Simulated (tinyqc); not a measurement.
G0W0 on RHF in the sto-6g basis, for H6, spin multiplicity 1, step by step. One step of it, computed by the program tinyqc.

Problem. G0W0 on Hartree-Fock: HOMO. W(p,q,m) = sqrt2 sum_ia (pq|ia) (X+Y)_ia,m; Sigma_c(x) = sum_(i,m) W^2/(x - e_i + w_m) + sum_(a,m) W^2/(x - e_a - w_m); solve x = e_p + Sigma_c(x) by Newton steps; Z = 1/(1 - dSigma/dx); 1 hartree = 27.211386 eV.

orbital energies (hartree): [-0.568627, -0.501836, -0.418103, 0.297656, 0.486424, 0.695637]

Two-electron integrals over orbitals (pq|rs), unique and non-zero (hartree):
```
(11|11) 0.372214    (21|11) -0.000033   (21|21) 0.124498    (22|11) 0.291505
(22|21) 0.000495    (22|22) 0.362787    (31|11) 0.076629    (31|21) -0.000261
(31|22) -0.065747   (31|31) 0.134320    (32|11) -0.000382   (32|21) -0.124545
(32|22) -0.000220   (32|31) -0.000422   (32|32) 0.138993    (33|11) 0.354354
(33|21) -0.000596   (33|22) 0.307617    (33|31) 0.047778    (33|32) 0.000401
(33|33) 0.353628    (41|11) 0.000029    (41|21) 0.029655    (41|22) -0.000105
(41|31) 0.000120    (41|32) 0.002491    (41|33) 0.000045    (41|41) 0.082309
(42|11) 0.044064    (42|21) -0.000262   (42|22) -0.006668   (42|31) 0.042079
(42|32) -0.000015   (42|33) 0.013761    (42|41) -0.000209   (42|42) 0.065086
(43|11) 0.000262    (43|21) 0.049852    (43|22) 0.000074    (43|31) 0.000247
(43|32) -0.047195   (43|33) -0.000096   (43|41) 0.018422    (43|42) 0.000157
(43|43) 0.072707    (44|11) 0.352092    (44|21) -0.000498   (44|22) 0.305199
(44|31) 0.045625    (44|32) 0.000295    (44|33) 0.344710    (44|41) 0.000018
(44|42) 0.019424    (44|43) -0.000059   (44|44) 0.356197    (51|11) 0.009240
(51|21) 0.000079    (51|22) 0.021530    (51|31) -0.016997   (51|32) 0.000089
(51|33) -0.006978   (51|41) 0.000139    (51|42) 0.043430    (51|43) 0.000169
(51|44) -0.001325   (51|51) 0.048086    (52|11) 0.000141    (52|21) 0.015237
(52|22) -0.000097   (52|31) 0.000198    (52|32) 0.006633    (52|33) 0.000103
(52|41) 0.056390    (52|42) 0.000045    (52|43) -0.042656   (52|44) 0.000095
(52|51) 0.000212    (52|52) 0.094386    (53|11) -0.050965   (53|21) 0.000252
(53|22) 0.001440    (53|31) -0.045008   (53|32) 0.000042    (53|33) -0.023959
(53|41) 0.000202    (53|42) -0.063737   (53|43) -0.000208   (53|44) -0.020945
(53|51) -0.041159   (53|52) -0.000006   (53|53) 0.067100    (54|11) 0.000319
(54|21) 0.123020    (54|22) 0.000225    (54|31) 0.000342    (54|32) -0.133662
(54|33) -0.000434   (54|41) 0.002460    (54|42) -2.50e-06   (54|43) 0.048358
(54|44) -0.000346   (54|51) -0.000059   (54|52) -0.006182   (54|53) -0.000018
(54|54) 0.141160    (55|11) 0.300478    (55|21) 0.000410    (55|22) 0.364632
(55|31) -0.059208   (55|32) -0.000145   (55|33) 0.314596    (55|41) -0.000081
(55|42) -0.004092   (55|43) 0.000062    (55|44) 0.321029    (55|51) 0.021991
(55|52) -0.000084   (55|53) 0.000905    (55|54) 0.000171    (55|55) 0.383833
(61|11) 0.000044    (61|21) -0.002299   (61|22) 0.000067    (61|31) -0.000006
(61|32) -0.009856   (61|33) -0.000034   (61|41) -0.029363   (61|42) 0.000149
(61|43) -0.058444   (61|44) -0.000017   (61|51) 7.13e-07    (61|52) 0.035752
(61|53) -0.000107   (61|54) 0.007801    (61|55) 0.000053    (61|61) 0.069283
(62|11) 0.014825    (62|21) 0.000094    (62|22) 0.026170    (62|31) -0.014962
(62|32) 0.000069    (62|33) 0.001491    (62|41) 0.000169    (62|42) 0.042278
(62|43) 0.000200    (62|44) -0.000478   (62|51) 0.046405    (62|52) 0.000218
(62|53) -0.044097   (62|54) -0.000058   (62|55) 0.025241    (62|61) -0.000028
(62|62) 0.048305    (63|11) -0.000021   (63|21) -0.033296   (63|22) 0.000096
(63|31) -0.000118   (63|32) 0.003855    (63|33) -0.000012   (63|41) -0.081051
(63|42) 0.000235    (63|43) -0.019655   (63|44) -0.000021   (63|51) -0.000116
(63|52) -0.057557   (63|53) -0.000240   (63|54) -0.002648   (63|55) 0.000095
(63|61) 0.028915    (63|62) -0.000148   (63|63) 0.085271    (64|11) -0.077999
(64|21) 0.000270    (64|22) 0.060428    (64|31) -0.130255   (64|32) 0.000398
(64|33) -0.048487   (64|41) -0.000103   (64|42) -0.044294   (64|43) -0.000247
(64|44) -0.049815   (64|51) 0.014457    (64|52) -0.000193   (64|53) 0.046174
(64|54) -0.000345   (64|55) 0.063014    (64|61) 2.24e-06    (64|62) 0.013894
(64|63) 0.000110    (64|64) 0.139140    (65|11) 3.98e-06    (65|21) 0.127687
(65|22) 0.000446    (65|31) -0.000173   (65|32) -0.128429   (65|33) -0.000598
(65|41) 0.031279    (65|42) -0.000248   (65|43) 0.053048    (65|44) -0.000515
(65|51) 0.000069    (65|52) 0.015776    (65|53) 0.000238    (65|54) 0.132983
(65|55) 0.000394    (65|61) -0.003476   (65|62) 0.000087    (65|63) -0.036286
(65|64) 0.000204    (65|65) 0.141122    (66|11) 0.390891    (66|21) -0.000084
(66|22) 0.307402    (66|31) 0.079905    (66|32) -0.000347   (66|33) 0.373411
(66|41) 0.000021    (66|42) 0.048120    (66|43) 0.000265    (66|44) 0.379384
(66|51) 0.011192    (66|52) 0.000146    (66|53) -0.055440   (66|54) 0.000300
(66|55) 0.324662    (66|61) 0.000046    (66|62) 0.016867    (66|63) -0.000010
(66|64) -0.086384   (66|65) -0.000049   (66|66) 0.428382
```

excitation energies w (hartree): [0.801756, 0.840276, 0.933113, 1.010125, 1.084055, 1.120710, 1.374690, 1.381048, 1.447903]

X + Y, order 1>4, 1>5, 1>6, 2>4, 2>5, 2>6, 3>4, 3>5, 3>6:
```
[[-0.201720, 0.000499, 0.860297, 0.001561, 0.080955, 0.000111, -0.254593, 0.012962, -0.179417],
 [-0.000118, -0.101261, -0.001181, 0.519239, -0.002123, 0.713765, 0.019296, 0.383034, -0.000565],
 [0.135275, 0.000222, 0.161799, 0.000589, -0.312357, -0.001027, -0.365317, 0.019569, 0.803767],
 [-0.002802, 0.854057, 0.000078, -0.317278, -0.000272, 0.169578, 0.010698, 0.194987, 0.000453],
 [0.267779, 0.000311, -0.226898, -0.001421, 0.730237, 0.001975, -0.469898, 0.024808, 0.013604],
 [-0.000194, -0.048826, -0.000765, 0.159373, 0.000628, -0.602044, 0.037868, 0.742622, -0.001274],
 [0.891445, 0.002154, 0.182556, -0.000742, -0.139771, 0.000241, 0.061338, -0.002614, -0.120898],
 [0.000555, 0.490536, -0.002249, 0.728855, 0.000607, -0.252984, -0.014454, -0.260486, -0.000472],
 [0.057761, -0.000036, 0.330305, 0.002574, 0.549226, 0.000614, 0.593665, -0.029598, 0.368436]]
```

Give: The 12 largest terms at x = e_p; Newton steps; quasiparticle energy of the HOMO; Hartree-Fock value.

Solution.

The 12 largest terms at x = e_p (hartree; W for the signs of X + Y given):
```
q  m        W     term
6  7   0.1224  -0.0060
1  4  -0.0811   0.0057
5  8  -0.1109  -0.0054
4  9  -0.0946  -0.0041
2  1  -0.0593   0.0040
6  9   0.1001  -0.0039
4  1   0.0575  -0.0022
5  4   0.0576  -0.0017
3  4  -0.0357   0.0013
4  5  -0.0458  -0.0012
5  6  -0.0433  -0.0009
4  7   0.0417  -0.0008
```

Newton steps (hartree):
```
step        x  Sigma_c(x)       Z
0     -0.4181     -0.0155  0.9755
1     -0.4333     -0.0152  0.9754
2     -0.4333     -0.0152  0.9754
```

quasiparticle energy of the HOMO = -11.7896 eV

Hartree-Fock value = -11.3772 eV
